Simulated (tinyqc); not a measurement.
Inside a calculation: configuration-coordinate model of carrier capture at a defect. Values are carried at full precision from step to step, so a last printed digit may differ when a step is redone from the rounded ones.

Two parabolas of equal curvature k in one coordinate Q: with the carrier free at the band edge, U_f = k Q^2/2; with the carrier trapped, U_t = k (Q - dQ)^2/2 - ET. ER = k dQ^2/2, Huang-Rhys factor S = ER/hw, hw = 0.0646541 sqrt(k/M) eV for k in eV/angstrom^2 and M in u. The curves cross at a height Eb = (ER - ET)^2/(4 ER) above the free minimum.

Constants: kB = 8.617333262e-05 eV/K.

Inputs chosen for the exercise (of the size met at an oxide trap near a Si / SiO2 interface; not measured data): ET = 0.6 eV (thermal depth of the level below the band edge); ER = 0.93 eV (relaxation energy); hw = 0.052 eV (phonon energy of the mode); M = 70 u (mass of the mode); T = 300 K (temperature); nu = 1e+11 1/s (attempt rate).

## The two parabolas

Form S, k, dQ, the crossing point Qc = (ER - ET)/(k dQ), Eb, and the emission barrier Eb + ET.

S = 17.885
k = 45.2806 eV/angstrom^2
dQ = 0.2027 angstrom
Qc = 0.0360 angstrom

barriers (eV): capture 0.0293, emission 0.6293

ER > ET: the crossing lies between the two minima (large relaxation); at Q = 0 the trapped level lies above the band edge.

## Optical transitions

Vertical ionisation from the trapped minimum costs ET + ER; vertical capture from the free minimum releases ET - ER (none if negative); the band has a standard deviation sqrt(S hw^2 coth(hw/2kT)) with S = ER/hw, and a full width 2.35482 times that.

energies (eV): ionisation peak 1.530, zero-phonon 0.600, emission peak -0.330

coth(hw/2kT) = 1.3089
standard deviation = 0.2516 eV
full width = 0.5925 eV

Vertical capture would need energy: there is no luminescence peak (at most a tail of the broadened line), and a carrier freed by light must cross the barrier Eb to return, here only 0.029 eV. The optical peak exceeds the thermal depth by a factor 2.55.

## The multiphonon factor

Multiphonon factor for giving p = ET/hw phonons to the lattice: W = exp(-S (2 nb + 1)) ((nb + 1)/nb)^(p/2) I_p(x), nb = 1/(exp(hw/kT) - 1), x = 2 S sqrt(nb (nb + 1)), I_p the modified Bessel function. Classical limit: W = hw exp(-Eb/kT)/sqrt(4 pi ER kT). At T = 0: exp(-S) S^p/Gamma(p + 1).

Form p, nb, x and ln W, the classical ln W, and the capture time 1/(nu W).

p, nb, x: 11.5385  0.1545  15.1046

ln W: quantum -3.312, classical -3.490

capture time = 2.74e-10 s

The quantum factor is 1.2 times the classical one at kT/hw = 0.50: the classical form serves within a factor of e.

## Emission by detailed balance

For equal degeneracies and one band-edge state, emission time = capture time x exp(ET/kT).

ET/kT = 23.209
log10 of the emission time in s = 0.52

## Checks

- Ln W for the nearest whole p against the double Poisson sum over emitted and absorbed phonons: both -3.18635.

(tinyqc, `OMP_NUM_THREADS=1 python tinyqc.py 1481336 1481337 out.jsonl`, Intel(R) Xeon(R) Processor @ 2.30GHz, 1 thread, shared host, about 0.01 s.)
